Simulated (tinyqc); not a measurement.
Interface traps from C-V curves, high-low and Terman methods: two steps of the calculation.

MOS capacitor on an n-type substrate; psi is the band bending, negative in depletion; only majority carriers are counted. At the bending psi the Fermi level lies y = xi - psi below the conduction edge at the surface, xi = Vt ln(Nc/Nd). Dit(y) = D0 + D1 exp(-y/E1); traps fill up to the Fermi level, follow the bias and a slow signal, and do not follow a fast one. V is the gate voltage from flat band.

Values chosen for this exercise; band and dielectric values close to those of gallium arsenide: temperature T = 300 K; relative permittivity eps_r = 13.1; conduction-band density of states at T Nc = 4.33e17 cm^-3; donor density Nd = 3.8e16 cm^-3; equivalent oxide thickness EOT = 23 nm; trap density far from the band edge D0 = 7.3e11 cm^-2 eV^-1; band-tail density at the conduction edge D1 = 1.8e13 cm^-2 eV^-1; decay energy of the tail E1 = 0.19 eV; points n = 8; deepest band bending pa = -0.9 V; shallowest band bending pb = -0.039 V.

Constants: q = 1.602176634e-19 C, kB = 1.380649e-23 J/K, Vt = kB T/q, eps0 = 8.8541878128e-14 F/cm where lengths are in cm. Results are converted to the units shown.

Task 1. The curves. Cox = 3.9 eps0/EOT, LD = sqrt(eps0 eps_r Vt/(q Nd)), u = psi/Vt, Cd = (eps0 eps_r/(sqrt(2) LD)) |exp(u) - 1|/sqrt(exp(u) - u - 1). Ideal V0 = psi - sqrt(2) (eps0 eps_r Vt/LD) sqrt(exp(u) - u - 1)/Cox for psi < 0; the traps add dV = (q/Cox) times the integral of Dit from 0 to psi = (q/Cox) [D0 psi + D1 E1 exp(-xi/E1) (exp(psi/E1) - 1)]. 1/C_HF = 1/Cox + 1/Cd, 1/C_LF = 1/Cox + 1/(Cd + q Dit). Take n equally spaced psi from pa to pb.

Wanted: psi; y; Dit; V0; V; C_HF; C_LF; Cox.

Result 1.

```
point  psi (V)  y (eV)  Dit (cm^-2 eV^-1)  V0 (V)   V (V)  C_HF (nF/cm^2)  C_LF (nF/cm^2)
0      -0.9000  0.9629           8.433e11  -1.640  -4.939           44.65           85.51
1      -0.7770  0.8399           9.465e11  -1.463  -4.645           47.07           89.27
2      -0.6540  0.7169           1.144e12  -1.281  -4.328           50.00           94.93
3      -0.5310  0.5939           1.520e12  -1.094  -3.968           53.70           102.9
4      -0.4080  0.4709           2.240e12  -0.897  -3.530           58.60           112.9
5      -0.2850  0.3479           3.614e12  -0.688  -2.946           65.67           123.5
6      -0.1620  0.2249           6.241e12  -0.454  -2.084           77.62           132.9
7      -0.0390  0.1019           1.126e13  -0.148  -0.664           103.9           140.3
```

Cox = 150.1 nF/cm^2

At the deepest bending the traps stretch the gate voltage from -1.64 to -4.94 V.

Task 2. High-low extraction. q Dit = (1/C_LF - 1/Cox)^(-1) - (1/C_HF - 1/Cox)^(-1) at each point.

```
point  C_HF (nF/cm^2)  C_LF (nF/cm^2)
0           44.652768       85.513253
1           47.067466       89.271434
2           50.003589       94.934848
3           53.701042       102.91134
4           58.602966       112.88508
5           65.669254       123.49050
6           77.620748       132.93864
7           103.85468       140.29641
```

Cox = 150.13623 nF/cm^2

Wanted: Dit by high-low.

Result 2.

Dit by high-low, point 0 to 7 (cm^-2 eV^-1): 8.4332e11  9.4650e11  1.1436e12  1.5202e12  2.2397e12  3.6144e12  6.2406e12  1.1258e13

Computed by the program tinyqc: `OMP_NUM_THREADS=1 python tinyqc.py 2030012 2030013 out.jsonl`, one thread of a shared Intel Xeon 2.30GHz, about 0.01 s for the whole run.
